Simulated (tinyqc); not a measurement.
What moves the Fermi level: gated graphene: carriers, quantum capacitance and optical conductivity.

Cones E = +/- hv |k|, four flavours, D(E) = 2|E|/(pi hv^2). n = (2/pi)(kT/hv)^2 F_1(mu/kT), p = (2/pi)(kT/hv)^2 F_1(-mu/kT), in 1/angstrom^2 (1e16 for 1/cm^2); F_1(eta) = integral_0^infinity x dx/(1 + exp(x - eta)). Cq/e^2 = d(n - p)/d mu = (2 kT/(pi hv^2)) ln(2 + 2 cosh(mu/kT)).

Gate: V = mu/e + e (n - p)/Cox with Cox/e^2 = k/(4 pi e2 t), t in angstrom, e2 = e^2/(4 pi eps0); 1/(eV angstrom^2) in C/e^2 equals 1602.176634 microfarad/cm^2; total 1/C = 1/Cox + 1/Cq.

Constants: kB = 8.617333262e-05 eV/K; e^2/(4 pi eps0) = 14.39964547 eV angstrom.

Parameters, chosen for this exercise (Fermi velocity near that of graphene, gate dielectric near HfO2; not measured data):
```
symbol  value  unit         meaning
hv      6.85   eV angstrom  hbar vF
T       400    K
k       17.44               dielectric constant of the gate layer
t       3      nm           its thickness
V       0.05   V            gate voltage from the neutrality point
```

All results formed anew.

Results for these values:
```
case  mu (eV)  n - p (1/cm^2)   C/Cox
base   0.0410       2.880e+11  0.2004
```

What happens to each result for hv = 7.54 eV angstrom, all else kept?

Answer: mu rises from 0.0410 to 0.0423; n - p falls from 2.880e+11 to 2.463e+11; C/Cox falls from 0.2004 to 0.1731.

The same for each parameter in turn:
```
case                   mu (eV)  n - p (1/cm^2)   C/Cox
base                    0.0410       2.880e+11  0.2004
V = 0.065 V             0.0529       3.889e+11  0.2189
t = 2.1 nm              0.0433       3.065e+11  0.1519
k = 20.93               0.0423       2.980e+11  0.1743
hv = 7.54 eV angstrom   0.0423       2.463e+11  0.1731
T = 500 K               0.0395       3.363e+11  0.2244
```

Run: tinyqc, `OMP_NUM_THREADS=1 python tinyqc.py 1652198 1652199 out.jsonl`; Intel(R) Xeon(R) Processor @ 2.30GHz, one thread, shared host; about 0.01 s of CPU time with all checks.
